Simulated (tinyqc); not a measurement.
## Carrier density from the ballistic resistance

Inverse problem. A wide ballistic two-dimensional channel with gv valleys has G/W = (2 q^2/h) gv kF/pi and n = gv kF^2/(2 pi). Find kF, n and the Fermi energy C kF^2/m, C = hbar^2/(2 m0).

Parameters, values chosen for the exercise: mass m = 0.44 m0; valleys gv = 1.

Constants: q = 1.602176634e-19 C, hbar = 1.054571817e-34 J s, h = 6.62607015e-34 J s, m0 = 9.1093837015e-31 kg, hbar^2/(2 m0) = 0.0380998212 eV nm^2. Results are converted to the units shown.

R W = 25.974609 ohm um

Solution. kF = pi h/(2 q^2 gv R W).

kF = 1.561 1/nm
n = 3.878e13 cm^-2
Ef = 0.2110 eV

Program tinyqc, `OMP_NUM_THREADS=1 python tinyqc.py 2740134 2740135 out.jsonl`; Intel Xeon 2.30GHz, shared host, one thread, about 0.08 s.
